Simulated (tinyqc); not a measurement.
Bandgap voltage reference from two bipolar transistors: two steps of the calculation.

Two transistors of area 1 and N carry the same current I. Is(T) = Is (T/T0)^eta exp[(Vg0 q/kB)(1/T0 - 1/T)], VBE1 = Vt ln(I/Is(T)) + I rb, VBE2 = Vt ln(I/(N Is(T))) + I rb/N. The amplifier forces I R1(T) = VBE1 - VBE2 + Vos, with R(T) = R (1 + tc (T - T0)) for both resistors, and the output is Vref = VBE1 + I R2(T). Base currents and the Early effect are neglected.

Inputs (values chosen for the exercise); values of the order met in silicon bipolar transistors: reference temperature T0 = 298 K; band-gap voltage extrapolated to 0 K Vg0 = 1.152 V; temperature exponent of the saturation current eta = 3.1; saturation current of the unit transistor at T0 Is = 3.5e-16 A; area ratio of the second transistor N = 10; resistor across which the difference of VBE falls, at T0 R1 = 11 kohm; temperature coefficient of both resistors tc = 0 ppm/K; offset of the amplifier Vos = 0 mV; series resistance of the unit transistor rb = 0 ohm; output resistor at T0 R2 = 106.7 kohm; temperature T = 333 K.

Constants: q = 1.602176634e-19 C, kB = 1.380649e-23 J/K. Results are converted to the units shown.

Problem 1. Operating point at the reference temperature. Vt = kB T/q; I = (Vt ln N + Vos)/(R1(T) - rb (1 - 1/N)). Evaluate at T = T0.

Find: Vt; I; Is(T); VBE1; I R2; Vref.

Solution 1.

Vt = 0.025680 V
I = 5.3754 uA
Is(T) = 3.5000e-16 A
VBE1 = 0.60231 V
I R2 = 0.57356 V
Vref = 1.1759 V

Problem 2. Operating point at another temperature. 

Wanted: Vt; I; Is(T); VBE1; I R2; Vref.

Solution 2.

Vt = 0.02870 V
I = 6.007 uA
Is(T) = 5.512e-14 A
VBE1 = 0.5311 V
I R2 = 0.6409 V
Vref = 1.172 V

From T0 to T, VBE1 changes by -71.3 mV and I R2 by 67.4 mV, which leaves -3.89 mV in Vref.

Computed by the program tinyqc: `OMP_NUM_THREADS=1 python tinyqc.py 2062114 2062115 out.jsonl`, one thread of a shared Intel Xeon 2.30GHz, about 0.02 s for the whole run.
